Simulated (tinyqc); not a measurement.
Critical temperature from a phonon spectrum: McMillan, Allen-Dynes and the linearised Eliashberg equation. Changing the peak energy omega_1. Computed by tinyqc, a small Python program. Command: `OMP_NUM_THREADS=1 python tinyqc.py 3010156 3010157 out.jsonl eliashberg sweep`. One thread of a shared host (Intel(R) Xeon(R) Processor @ 2.30GHz), about 0.02 s of CPU time with the checks.

alpha^2 F(omega) = sum_i (lambda_i omega_i/2) delta(omega - omega_i), so that lambda = 2 int alpha^2 F/omega d omega = sum_i lambda_i.

Inputs (values chosen for the exercise, for a model metal): coupling lambda_1 = 0.651; peak energy omega_2 = 22.3 meV; coupling lambda_2 = 0.629; Coulomb pseudopotential mu* = 0.1.

Peaks in alpha^2 F: two.

Constants: k_B = 8.617333262e-05 eV/K.

Method:
- omega_log = exp(sum lambda_i ln omega_i / lambda); omega_rms = sqrt(sum lambda_i omega_i^2 / lambda).
- McMillan form: k_B T_c = (omega_log/1.2) exp[-1.04 (1 + lambda)/(lambda - mu* (1 + 0.62 lambda))]. Allen-Dynes multiplies it by f1 f2: f1 = [1 + (lambda/L1)^(3/2)]^(1/3), L1 = 2.46 (1 + 3.8 mu*); f2 = 1 + (omega_rms/omega_log - 1) lambda^2/(lambda^2 + L2^2), L2 = 1.82 (1 + 6.3 mu*) omega_rms/omega_log.
- Linearised Eliashberg equation at omega_n = (2n + 1) pi k_B T, n = 0..N-1: lambda(j) = sum_i lambda_i omega_i^2/(omega_i^2 + (2 pi j k_B T)^2); K_mn = lambda(m - n) + lambda(m + n + 1) - 2 mu*(N) - delta_mn [2m + 1 + lambda(0) + 2 sum_(j=1..m) lambda(j)], with 1/mu*(N) = 1/mu* + ln(omega_rms/omega_N), omega_N = (2N + 1) pi k_B T. T_c is where the largest eigenvalue rho of K is zero.
- N is the smallest integer at or above 8 omega_max/(2 pi k_B T_AD), omega_max the highest peak and T_AD the Allen-Dynes value.

One run for each value:
```
peak energy omega_1 (meV)  T_c, Eliashberg (K)  T_c, Allen-Dynes (K)  omega_log (meV)  k_B T_c/omega_log
2.10                                      8.58                  8.42             6.71             0.1102
2.72                                      9.42                  9.60             7.65             0.1062
3.51                                     10.48                 10.92             8.71             0.1037
4.53                                     11.78                 12.41             9.91             0.1024
5.85                                     13.34                 14.06            11.29             0.1018
7.56                                     15.20                 15.91            12.86             0.1018
9.77                                     17.36                 17.97            14.66             0.1021
12.60                                    19.83                 20.28            16.68             0.1025
```

Describe and explain the trends.

Over the rows, T_c, Eliashberg (K) rises from 8.58 to 19.8 (exponent d ln y / d ln x 0.36 between the first rows and 0.52 between the last); T_c, Allen-Dynes (K) rises from 8.42 to 20.3 (exponent d ln y / d ln x 0.51 between the first rows and 0.47 between the last); omega_log (meV) rises from 6.71 to 16.7 (exponent d ln y / d ln x about 0.51 throughout). At fixed lambda_1 a softer peak gives less: very soft phonons do little for T_c.

Extremes, crossings and ranges named in words are read from the listed rows.
